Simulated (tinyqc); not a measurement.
# Square on-chip spiral inductor, lumped pi model: effects of single changes

Outer diameter do = di + 2 n wd + 2 (n - 1) sp, mean da = (do + di)/2, fill p = (do - di)/(do + di), length l = 4 n da. L = 2.34 mu0 n^2 da/(1 + 2.75 p), mu0 = 4 pi 1e-7 H/m. Rs = rho l/(wd delta (1 - exp(-th/delta))), delta = sqrt(rho/(pi f mu0)). Cs = n wd^2 eps0 eo/hu across the coil. At each end Cox = l wd eps0 eo/(2 ho) leads to the substrate branch Rsi = 2 rs he/(l wd) in parallel with Csi = l wd eps0 11.7/(2 he). With one end grounded Y = 1/(Rs + i w L) + i w Cs + 1/[1/(i w Cox) + 1/(1/Rsi + i w Csi)], w = 2 pi f; Q = -Im Y/Re Y. Eddy currents in neighbouring turns and in the substrate are left out.

Values chosen for this exercise; values of the order met in silicon radio-frequency processes: number of turns n = 2.5; line width wd = 8 um; space between turns sp = 3 um; inner diameter di = 140 um; metal thickness th = 4 um; metal resistivity rho = 1.9 uohm cm; oxide below the coil ho = 3.5 um; oxide between coil and underpass hu = 0.8 um; relative permittivity of the oxide eo = 4.1; substrate resistivity rs = 20 ohm cm; effective spreading depth in the substrate he = 30 um; frequency f = 0.98 GHz.

Constants: eps0 = 8.8541878128e-12 F/m. Results are converted to the units shown.

Each table varies one quantity; the others keep the values above.

## Quality factor against frequency

Apparent inductance Im(1/Y)/w; share of the loss Re(substrate branch)/Re Y.

Results:
```
f (GHz)	Rs (ohm)	w L/Rs	Q	apparent inductance (nH)	loss in the substrate (%)
0.36	1.607	3.020	3.016	2.146	0.03411
0.6	1.824	4.434	4.415	2.149	0.2067
0.97	2.103	6.216	6.118	2.155	1.036
1.6	2.502	8.618	8.127	2.167	4.551
2.6	3.032	11.56	9.694	2.192	14.02
4.3	3.779	15.33	9.965	2.248	31.48
7	4.750	19.86	8.447	2.399	51.88
19	7.765	32.97	1.287	5.565	83.77
```

Estimate the missing row, f = 11 GHz.

Computed row:
```
f (GHz)	Rs (ohm)	w L/Rs	Q	apparent inductance (nH)	loss in the substrate (%)
11	5.920	25.04	5.703	2.835	69.01
```

With this row back in the table: Q goes from 3.02 through a maximum of 9.97 (at f = 4.3 GHz among the rows listed) to 1.29; the exact peak is 10.1 at 3.62 GHz and Q reaches zero at the self-resonance, 21.9 GHz. The share of the substrate rises from 0.0341 to 83.8 %, and the apparent inductance ends at 2.59 times L. At the peak the substrate takes 24.8 % of the loss. For f = 19 the coil is longer than 0.15 of a wavelength in the oxide, where one lumped section is rough.

## Effect of the substrate resistivity

Same model as above.

Peak Q and its frequency from a search over f; self-resonance where Im Y = 0; Q at the given f (negative beyond resonance).

The same in every row: L (nH) = 2.145; do (um) = 189.0.

Effect of the substrate resistivity:
```
rs (ohm cm)	peak Q	f of the peak (GHz)	self-resonance (GHz)	Q at f
0.1	13.67	5.278	12.50	6.219
1	11.97	3.967	12.96	6.215
3	10.73	3.244	16.45	6.207
10	9.699	2.898	21.34	6.182
30	10.96	4.514	21.96	6.150
100	14.49	7.069	22.03	6.187
1000	18.24	9.499	22.03	6.240
10000	18.86	9.880	22.03	6.246
```

As rs goes from 0.1 to 10000, L stays at 2.14 nH, the peak Q goes from 13.7 through a minimum of 9.70 (at rs = 10 among the rows listed) to 18.9, its frequency goes from 5.28 through a minimum of 2.90 (at rs = 10 among the rows listed) to 9.88 GHz and the self-resonance rises from 12.5 to 22.0 GHz. In this model both a very low and a very high resistivity dissipate little: the first shorts the branch to a pure Cox, the second blocks the current. For rs = 0.1, 1 eddy currents in the substrate, left out, would lower Q markedly.

Computed by the program tinyqc: `OMP_NUM_THREADS=1 python tinyqc.py 2302051 2302052 out.jsonl`, one thread of a shared Intel Xeon 2.30GHz, about 0.01 s for the whole run.
